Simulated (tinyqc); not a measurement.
# Length offset and series resistance from crossing lines

Question. R_total = Rs + k (L - dL)/Vo with constant Rs, dL and k. Find k, dL and Rs.

R_total at (L, Vo) = (40, 0.31), (80, 0.31), (40, 0.88) and (80, 0.88), L in nm and Vo in V (ohm um): [292.64516, 537.80645, 174.34091, 260.70455]

Solution. At each overdrive R is a straight line in L with slope k/Vo; the two lines cross at L = dL, R = Rs.

k = 1.900 ohm um V/nm
dL = 10.20 nm
Rs = 110.0 ohm um

tinyqc, about 0.04 s, one thread, Intel Xeon 2.30GHz (shared host): `OMP_NUM_THREADS=1 python tinyqc.py 2282234 2282235 out.jsonl`
